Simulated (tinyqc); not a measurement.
From results back to parameters: quantum-confined Stark effect in a modulator well. Two cases, with inputs chosen for the exercise.

Problem. The shift of E_e + E_h was computed from a hidden field.

Envelopes on cells of 0.5 angstrom over the well |z| < L/2 and 45 angstrom of barrier on each side, psi = 0 beyond, psi'/m continuous (mean mass between points), c = hbar^2/2m0. The electron sees + e F z and the hole - e F z, each with its offset in the barriers; 1 kV/cm = 1e-5 eV/angstrom. Light holes, band mixing and escape by tunnelling are left out.

Constants: hbar^2/2m0 = 3.80998211 eV angstrom^2.

Case 1.

Values chosen (near those of a Ge well in SiGe, direct gap; not measured data): L = 66 angstrom (well width); Vc = 0.353 eV (conduction offset); Vv = 0.106 eV (heavy-hole offset); me = 0.0418 m0 (electron, well); meb = 0.0554 m0 (electron, barrier); mh = 0.21 m0 (heavy hole along z, well); mhb = 0.235 m0 (heavy hole, barrier).

shift = -4.285 meV

Case 2.

Values chosen (near those of a Ge well in SiGe, direct gap; not measured data): L = 60 angstrom (well width); Vc = 0.389 eV (conduction offset); Vv = 0.111 eV (heavy-hole offset); me = 0.0427 m0 (electron, well); meb = 0.0529 m0 (electron, barrier); mh = 0.205 m0 (heavy hole along z, well); mhb = 0.233 m0 (heavy hole, barrier).

shift = -2.518 meV

Find: F; local exponent d ln(shift)/d ln F.

Solution. The shift grows steadily in size with F, so bisection finds one value; its slope is -e times the separation of the carriers.

Case 1.

F = 76.0 kV/cm
local exponent d ln(shift)/d ln F = 1.98

Case 2.

F = 66.0 kV/cm
local exponent d ln(shift)/d ln F = 2.00

Computed by tinyqc, one run a case: `OMP_NUM_THREADS=1 python tinyqc.py N N+1 out.jsonl` with N = 1281886, 1281946; one thread of a shared Intel(R) Xeon(R) Processor @ 2.30GHz, about 0.2 s a run at most.
